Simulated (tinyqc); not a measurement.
A clean chain and dephasing by Buettiker voltage probes: two steps of the calculation.

Sites 1 to 4 form a chain with hopping -t. Lead L joins site 1 and lead R site 4, both semi-infinite chains with hopping -t and site energy 0. Every site carries a probe with self-energy -i Gamma_p/2 that draws no net current. Linear response at zero temperature: mu_L = 1, mu_R = 0 in units of the bias.

Constants: q = 1.602176634e-19 C, h = 6.62607015e-34 J s. Results are converted to the units shown.

Problem 1. Probe potentials and effective transmission. No current into probe p: W mu = T_pL with W_pp = T_pL + T_pR + sum_q T_pq and W_pq = -T_pq. Then T_eff = T_RL + sum_p T_pR mu_p, and the resistance is (h/2q^2)/T_eff.

T_RL = 0.47695041

```
probe	T_pL	T_pR
1	0.17498145	0.08877455
2	0.13348525	0.12446011
3	0.12446011	0.13348525
4	0.08877455	0.17498145
```

T_pq:
```
	1	2	3	4
1	0.000000000	0.024845544	0.023165700	0.016523563
2	0.024845544	0.000000000	0.032477840	0.023165700
3	0.023165700	0.032477840	0.000000000	0.024845544
4	0.016523563	0.023165700	0.024845544	0.000000000
```

Wanted: W; mu_p; T_eff; resistance.

Solution 1.

W:
```
	1	2	3	4
1	0.3283	-0.0248	-0.0232	-0.0165
2	-0.0248	0.3384	-0.0325	-0.0232
3	-0.0232	-0.0325	0.3384	-0.0248
4	-0.0165	-0.0232	-0.0248	0.3283
```

mu_p, probe 1 to 4: 0.6251  0.5127  0.4873  0.3749
T_eff = 0.7269
resistance = 17.76 kohm

Problem 2. Current at both leads. In units of (2 q^2/h) times the bias, T_RL + sum_p T_pL (1 - mu_p) leaves L and T_RL + sum_p T_pR mu_p enters R.

T_RL = 0.47695041

```
probe	T_pL	T_pR	mu_p
1	0.17498145	0.08877455	0.62506683
2	0.13348525	0.12446011	0.51273256
3	0.12446011	0.13348525	0.48726744
4	0.08877455	0.17498145	0.37493317
```

Wanted: current leaving L; current entering R.

Solution 2.

current leaving L = 0.7269
current entering R = 0.7269

The two are equal: the probes conserve the current.

Program tinyqc, `OMP_NUM_THREADS=1 python tinyqc.py 2700036 2700037 out.jsonl`; Intel Xeon 2.30GHz, shared host, one thread, about 0.01 s.
